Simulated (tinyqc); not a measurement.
# Frequency dispersion of an accumulation capacitance by border traps, distributed model: what changes with what

Traps spread evenly through the insulator exchange electrons with the semiconductor by tunnelling, with tau(x) = t0 exp(2 ka x) at depth x from the interface. The admittance per area Y seen at depth x obeys dY/dx = -Y^2/(i w eps0 eox) + q Nb ln(1 + i w tau)/tau, with Y(0) = i w Cs and w = 2 pi f; the gate sees Y(tox) = G + i w C. Working variable y = Y/(i w), in uF/cm^2. Cox = eps0 eox/tox.

Parameters, values chosen for the exercise; permittivity close to that of zirconium oxide:
- eox = 22.4 (relative permittivity of the insulator)
- tox = 10 nm (insulator thickness)
- Cs = 1.4 uF/cm^2 (semiconductor capacitance in accumulation)
- Nb = 3.1e18 cm^-3 eV^-1 (density of border traps)
- ka = 4.6 1/nm (decay constant of the wave function in the insulator)
- t0 = 6e-9 s (time constant of a trap at the interface)
- f = 1e5 Hz (frequency)

Constants: q = 1.602176634e-19 C, eps0 = 8.8541878128e-14 F/cm where lengths are in cm. Results are converted to the units shown.

Each table varies one quantity; the others keep the values above.

## Capacitance and loss against frequency

Cox; trap-free value 1/(1/Cox + 1/Cs); response depth d = ln(1/(w t0))/(2 ka), where w tau = 1; lumped estimate: all traps within d act as C_bt = q Nb d placed at d/2, so C = 1/{1/[1/(1/Cs + d/(2 eps0 eox)) + C_bt] + (tox - d/2)/(eps0 eox)}. C and G from a fine integration; dispersion -d C/d log10 f over C, from f times and over 1.1. For a broad spread of time constants G/w is close to -(pi/2) dC/d ln w.

The same in every row: trap-free C (uF/cm^2) = 0.8207.

Results:
```
f (Hz)  d (nm)  C (uF/cm^2)  G/w (uF/cm^2)  dispersion (% a decade)  -(pi/2) dC/d ln w (uF/cm^2)  lumped C (uF/cm^2)
10       1.608       0.8530       0.003515                   0.6041                     0.003515              0.8506
100      1.357       0.8479       0.003422                   0.5916                     0.003422              0.8456
1000     1.107       0.8429       0.003331                   0.5792                     0.003331              0.8408
10000   0.8569       0.8381       0.003242                   0.5670                     0.003242              0.8360
1e5     0.6066       0.8334       0.003151                   0.5548                     0.003154              0.8314
1e7     0.1060       0.8245       0.002651                   0.5087                     0.002861              0.8225
```

Estimate the missing row, f = 1e6 Hz.

Computed row:
```
f (Hz)  d (nm)  C (uF/cm^2)  G/w (uF/cm^2)  dispersion (% a decade)  -(pi/2) dC/d ln w (uF/cm^2)  lumped C (uF/cm^2)
1e6     0.3563       0.8289       0.003035                   0.5425                     0.003068              0.8269
```

With this row back in the table: C falls from 0.8530 to 0.8245 uF/cm^2, towards the trap-free 0.8207; each decade of frequency removes ln 10/(2 ka) = 0.250 nm from the response depth. The dispersion falls from 0.604 to 0.509 % a decade and G/w falls from 0.00352 to 0.00265 uF/cm^2. G/w lies between 0.927 and 1.00 times -(pi/2) dC/d ln w, the relation for a broad spread of time constants.

## Effect of the insulator thickness

Same model as above.

The same in every row: d (nm) = 0.6066.

Results:
columns A: tox (nm); B: C (uF/cm^2); C: G/w (uF/cm^2); D: dispersion (% a decade); E: -(pi/2) dC/d ln w (uF/cm^2); F: lumped C (uF/cm^2); G: trap-free C (uF/cm^2)
```
A         B         C       D         E       F       G
2     1.255  0.007151  0.8357  0.007158   1.251   1.227
3.9   1.121  0.005698  0.7460  0.005703   1.117   1.098
5.4   1.033  0.004842  0.6877  0.004847   1.030   1.014
7.5  0.9313  0.003935  0.6199  0.003938  0.9287  0.9154
10   0.8334  0.003151  0.5548  0.003154  0.8314  0.8207
14   0.7135  0.002310  0.4750  0.002312  0.7120  0.7041
20   0.5868  0.001562  0.3907  0.001564  0.5858  0.5805
```

Estimate the missing row, tox = 2.8 nm.

Computed row:
columns A: tox (nm); B: C (uF/cm^2); C: G/w (uF/cm^2); D: dispersion (% a decade); E: -(pi/2) dC/d ln w (uF/cm^2); F: lumped C (uF/cm^2); G: trap-free C (uF/cm^2)
```
A        B         C       D         E      F      G
2.8  1.195  0.006478  0.7954  0.006484  1.191  1.169
```

With this row back in the table: As tox goes from 2 to 20, C falls from 1.26 to 0.587 uF/cm^2, the dispersion falls from 0.836 to 0.391 % a decade and G/w falls from 0.00715 to 0.00156 uF/cm^2. The lumped estimate is 0.37 % below C in the first row and 0.17 % below it in the last.

Numbers from tinyqc (`OMP_NUM_THREADS=1 python tinyqc.py 2202246 2202247 out.jsonl`; about 0.5 s on one thread of a shared Intel Xeon 2.30GHz).
